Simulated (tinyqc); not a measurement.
Inside a calculation. Model: elastic strain and critical thickness of a cubic alloy layer A(1-x)B(x) on a thick substrate. Computed by tinyqc, a small Python program that keeps every step. Command: `OMP_NUM_THREADS=1 python tinyqc.py 3016287 3016288 out.jsonl misfit walk`. One thread of a shared host (Intel(R) Xeon(R) Processor @ 2.30GHz), about 0.01 s of CPU time with the checks. Intermediate numbers are printed to about 5 digits and carried at full precision; extremes and crossings named in words are read from the listed rows.

Strain is positive in tension. The layer is coherent with the substrate unless said otherwise.

Inputs (values chosen for the exercise, modelled on GaAs(1-x)P(x) on GaAs): fraction x of B = 0.092; lattice constant a_A = 5.653 angstrom; lattice constant a_B = 5.451 angstrom; substrate lattice constant a_S = 5.653 angstrom; layer thickness h = 26 nm; biaxial modulus of the substrate M_S = 113 GPa; substrate thickness t_S = 350 micrometre; wafer diameter W = 100 mm; X-ray wavelength = 1.540593 angstrom; start of the iteration h0/b = 20.

Growth plane: (111). Layer: uncapped. Misfit dislocation: edge.

C11, C12, C44 of A (GPa): [116.7, 53.28, 59.18]

C11, C12, C44 of B (GPa): [138.4, 62.85, 69.46]

## Alloy by Vegard's rule, and misfit

a = (1 - x) a_A + x a_B, the same rule for each C_ij; misfit f = (a_S - a)/a, the in-plane strain of the coherent layer.

free lattice constant a = 5.634416 angstrom

elastic constants (GPa): C11 118.70, C12 54.16, C44 60.13

misfit f = 0.0032983

The layer is stretched in the plane by 0.33 %.

## Biaxial strain, stress and energy

(111): D = 2 (C11 + 2 C12 - 2 C44)/(C11 + 2 C12 + 4 C44), M = 6 C44 (C11 + 2 C12)/(C11 + 2 C12 + 4 C44). The free surface carries no normal stress, so e_perp = -D f; dV/V = 2 f + e_perp; stress = M f; energy per area = M f^2 h (1 GPa nm = 1 J/m^2).

ratio D = 0.45673

normal strain e_perp = -0.0015064

volume strain dV/V = 0.0050902

biaxial modulus M = 175.17 GPa

in-plane stress = 0.57778 GPa

strain energy per area = 0.049548 J/m^2

## Symmetric X-ray reflection

Reflection 111: d = a_perp/sqrt(3), with a_perp = a (1 + e_perp) for the coherent layer, a for the relaxed layer and a_S for the substrate; sin(theta) = lambda/(2 d).

Bragg angles:
```
crystal         a_perp (angstrom)  theta (degrees)  from substrate (arcsec)
substrate                  5.6530           13.651                     0.00
coherent layer             5.6259           13.718                   241.10
relaxed layer              5.6344           13.697                   165.25
```

peak separation of the coherent layer = 241.10 arcsec

The coherent layer lies 1.46 times as far from the substrate peak as a relaxed one, about 1 + D = 1.46: reading its peak as relaxed would overstate the mismatch by that factor.

## Isotropic constants and the prefactor A

Voigt averages: G = (C11 - C12 + 3 C44)/5, B = (C11 + 2 C12)/3, nu = (3 B - 2 G)/(2 (3 B + G)); b = a/sqrt(2). Edge dislocation with b in the interface: cos alpha = 0, cos lambda = 1. Matthews-Blakeslee: h_c = A [ln(h_c/b) + 1], A = b (1 - nu cos^2 alpha)/(8 pi |f| (1 + nu) cos lambda), the factor 8 pi being that of an uncapped layer.

shear modulus G = 48.983 GPa

Poisson ratio nu = 0.23379

Burgers vector b = 0.39841 nm

prefactor A = 3.8955 nm

## Critical thickness by fixed-point iteration

Start at h0, put the right side back in, and stop when the change is below 1e-9 h or h turns negative.

Iteration:
```
step  h in (nm)  h out (nm)  change (nm)
1         7.968      15.565   7.5971e+00
2        15.565      18.174   2.6083e+00
3        18.174      18.777   6.0352e-01
4        18.777      18.904   1.2726e-01
5        18.904      18.931   2.6312e-02
6        18.931      18.936   5.4182e-03
7        18.936      18.937   1.1148e-03
8        18.937      18.938   2.2932e-04
9        18.938      18.938   4.7172e-05
10       18.938      18.938   9.7034e-06
11       18.938      18.938   1.9960e-06
12       18.938      18.938   4.1058e-07
13       18.938      18.938   8.4457e-08
14       18.938      18.938   1.7373e-08
```

critical thickness h_c (Matthews-Blakeslee) = 18.938 nm

Converged; near the root each step shrinks the error by A/h_c = 0.206. h_c is 47.5 Burgers vectors. Caution: an edge dislocation with b in the interface cannot reach it by glide, so the force balance is formal for it.

## Equilibrium strain at the thickness h

For h > h_c the same force balance gives the strain left, |e| = |f| A [ln(h/b) + 1]/h, and below h_c e = f; relaxation = 1 - e/f; dislocations per length across each line direction = (|f| - |e|)/(b cos lambda), times 2/3 for the three line sets on (111).

strain left e = 0.0025590

relaxation = 22.414 %

dislocation line density = 1.2371 1/micrometre

h is 1.37 h_c: in equilibrium dislocations lie 808 nm apart; slow nucleation and glide can keep a real layer more strained.

## Wafer curvature of the coherent layer

Stoney: curvature = 6 |stress| h/(M_S t_S^2); radius = 1/curvature; bow = curvature W^2/8.

curvature = 0.0065113 1/m

radius of curvature = 153.58 m

bow = 8.1392 micrometre

Caution: M_S is near the value for a (001) wafer; a (111) wafer is stiffer and bends less. Caution: the curvature assumes a coherent layer, but h exceeds h_c.

## Force balance against energy balance

People-Bean: h_c = P ln(h_c/b), P = (1 - nu)/(1 + nu) b^2/(16 pi sqrt(2) a f^2). The misfit is scaled by 0.25, 0.4, 0.6, 1, 1.5, 2.2 at fixed a, b and nu; the upper root is taken, and rows with A < 1.3 b or P < 3 b, where the roots shrink to the core size or vanish, are left out.

Critical thickness:
```
|f| (%)  Matthews-Blakeslee (nm)  People-Bean (nm)   ratio
0.08246                   101.99             41852  410.37
0.13193                    58.29             14887  255.38
0.19790                    35.67              6051  169.61
0.32983                    18.94              1918  101.30
0.49475                    11.28               759   67.33
0.72563                     6.79               311   45.84
```

The exponents d ln h_c/d ln f are -1.19 and -2.20 between the first rows, steeper than the -1 and -2 of the prefactors because of the logarithm. The ratio falls from 410 to 45.8 as the misfit grows. Where People-Bean lies above, a layer between the lines is metastable: dislocations would lower the energy but have to be nucleated.

Checks made by the program: D and M against the full stiffness tensor (relative difference below 1e-10); h_c against the Lambert function, -A W_(-1)(-b/(A e)) (relative difference 2e-10).
